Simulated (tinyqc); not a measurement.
RHF in the sto-3g basis, for H3-, spin multiplicity 1, step by step. The basis has no diffuse functions, so it cannot describe the extra electron: this is an exercise in the method, not the real anion. One step of it, computed by the program tinyqc.

Task: Iteration 3: diagonalisation and new density. A level shift of 1 hartree raises the virtual space: F + shift (S - S D(s) S), with D(s) the density of one spin (D/2). Diagonalise F' = X^T F X, C = X C', fill 2 alpha and 2 beta electrons from the bottom; D = 2 C_occ C_occ^T. Each column has its largest component positive (the first on a tie).

extrapolated F (hartree), lower triangle:
```
           1H 1s      2H 1s     3H 1s
1H 1s   0.023595
2H 1s  -0.271572   0.098399
3H 1s  -0.271608  -0.146982  0.098341
```

X:
```
               1          2         3
1H 1s   1.395977  -0.000073  0.442022
2H 1s  -0.804094   0.877341  0.383630
3H 1s  -0.804326  -0.877215  0.383648
```

D after iteration 2, lower triangle:
```
          1H 1s      2H 1s     3H 1s
1H 1s  0.530916
2H 1s  0.350884   1.771344
3H 1s  0.351004  -1.307254  1.771083
```

overlap S, lower triangle:
```
          1H 1s     2H 1s     3H 1s
1H 1s  1.000000
2H 1s  0.600201  1.000000
3H 1s  0.600257  0.350326  1.000000
```

Give: F' = X^T F X; orbital energies; coefficients C; D after iteration 3.

Result:

F' = X^T F X (hartree), lower triangle:
```
         1       2        3
1   2.1999
2  -0.0001  0.3777
3  -0.1061  0.0000  -0.1911
```

orbital energies (hartree): MO1 -0.1958, MO2 0.3777, MO3 2.2046

coefficients C:
```
          MO1      MO2      MO3
1H 1s  0.5033   0.0000   1.3751
2H 1s  0.3477   0.8773  -0.8203
3H 1s  0.3477  -0.8772  -0.8205
```

D after iteration 3, lower triangle:
```
        1H 1s    2H 1s   3H 1s
1H 1s  0.5067
2H 1s  0.3500   1.7811
3H 1s  0.3501  -1.2975  1.7809
```
